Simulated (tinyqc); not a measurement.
# Memristor with linear dopant drift, Joglekar window: effects of single changes

A film of thickness D has a doped share x: R = Ron x + Roff (1 - x), i = v/R, dx/dt = k i F with k = mv Ron/D^2 and F = 1 - (2 x - 1)^(2 p). The drive is v = V0 sin(2 pi f t). The model has no threshold and no heating.

Inputs (values chosen for the exercise): resistance of the fully doped film Ron = 200 ohm; resistance of the undoped film Roff = 5000 ohm; film thickness D = 15 nm; dopant mobility mv = 3.2e-14 m^2/(V s); doped share at t = 0 x0 = 0.45; amplitude V0 = 1 V; window exponent p = 3; frequency f = 15 Hz.

Each table varies one quantity; the others keep the values above.

## Effect of the frequency on the first half period

The equation is integrated to convergence over the first half period; the lobe area is the integral of i dv, down branch less up branch.

Effect of the frequency on the first half period:
```
f (Hz)	x at half period	R0/R(half period)	peak i (uA)	lobe area (uW)
15	0.7274	1.883	460.1	93.98
25	0.5954	1.326	401.4	37.49
43	0.5295	1.155	377.5	18.12
73	0.4954	1.083	366.2	9.743
120	0.4772	1.048	360.4	5.651
210	0.4654	1.027	356.7	3.132
350	0.4592	1.016	354.9	1.850
600	0.4553	1.009	353.7	1.068
```

As f goes from 15 to 600 Hz, x at half period falls from 0.727 to 0.455, the resistance ratio falls from 1.88 to 1.01 and the lobe area falls from 94.0 to 1.07 uW. Between the last two rows the area goes as f^(-1.02): at high frequency too little charge passes, and the loop closes to the line of a fixed resistor.

## Effect of the film thickness on the first half period

Same model as above.

Effect of the film thickness on the first half period:
```
D (nm)	x at half period	R0/R(half period)	peak i (uA)	lobe area (uW)
15	0.7274	1.883	460.1	93.98
20	0.5849	1.295	397.4	34.10
26	0.5256	1.146	376.1	17.11
34	0.4929	1.078	365.4	9.168
44	0.4752	1.045	359.8	5.227
57	0.4649	1.026	356.6	3.033
75	0.4586	1.015	354.7	1.724
```

What does the comparison show?

As D goes from 15 to 75 nm, x at half period falls from 0.727 to 0.459, the resistance ratio falls from 1.88 to 1.01 and the lobe area falls from 94.0 to 1.72 uW. The rate constant goes as 1/D^2, so the area goes as D^(-2.06) between the last two rows.

Numbers from tinyqc (`OMP_NUM_THREADS=1 python tinyqc.py 2880065 2880066 out.jsonl`; about 0.2 s on one thread of a shared Intel Xeon 2.30GHz).
